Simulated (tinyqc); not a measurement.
From thermal resistance back to substrate thickness t: self-heating of a transistor with one or more fingers, with temperature-dependent conductivity. Computed by tinyqc, a small Python program. Command: `OMP_NUM_THREADS=1 python tinyqc.py 3013816 3013817 out.jsonl selfheat inv`. One thread of a shared host (Intel(R) Xeon(R) Processor @ 2.30GHz), about 0.1 s of CPU time with the checks.

N long parallel fingers lie on the top face of a slab whose bottom is held at T_0; the top is otherwise insulated, and heat flows in two dimensions. P in W/mm is 1000 P in W/m.

Inputs (values chosen for the exercise, modelled on sapphire):
```
quantity,value,unit
conductivity at the base temperature kappa_0,33.7,W/(m K)
power per gate width P,0.55,W/mm
fingers N,4,-
finger pitch s,28,micrometre
width of the heat source w,0.55,micrometre
```

Power: power rises with temperature.

Method. A line source of power P on the top face raises the top at distance x by (P/(pi kappa_0)) g(x), g(x) = -ln tanh(pi x/(4 t)) (the image sum for the slab). On a strip of width w the centre sees the mean of g over the strip, g_0 = 1 + ln(8 t/(pi w)) for w much below t. theta_i = (P/(pi kappa_0)) [g_0 + sum over j != i of g(|i - j| s)], with equal powers and constant conductivity; thermal resistance = largest theta/P.

Question. A run gave the result below. Find the substrate thickness t, known to lie between 170 and 530 micrometre.

thermal resistance = 143.138 K mm/W

Answer.

Each step takes the trial c = (a f_b - b f_a)/(f_b - f_a), f being the result less the target and a, b, c the logarithms of the listed values; c replaces end b, the old b replaces a if the sign of f changed, and otherwise f_a is halved.

Scan of the range:
```
substrate thickness t (micrometre),thermal resistance (K mm/W)
170,124.148
205,131.124
248,138.251
300,145.396
363,152.566
439,159.726
530,166.829
```

False position (Illinois rule, in the logarithm of the input) inside the bracket:
```
step,end a,end b,trial,thermal resistance (K mm/W)
1,248.000,300.000,282.486,143.136
2,300.000,282.486,282.500,143.138
3,300.000,282.500,282.500,143.138
4,282.500,282.500,282.500,143.138
```

Thermal resistance rises at every point of a 13-point scan of the range (every second point is shown), so one value fits; it is bracketed by 248 and 300. Answer: substrate thickness t = 282.5 micrometre.
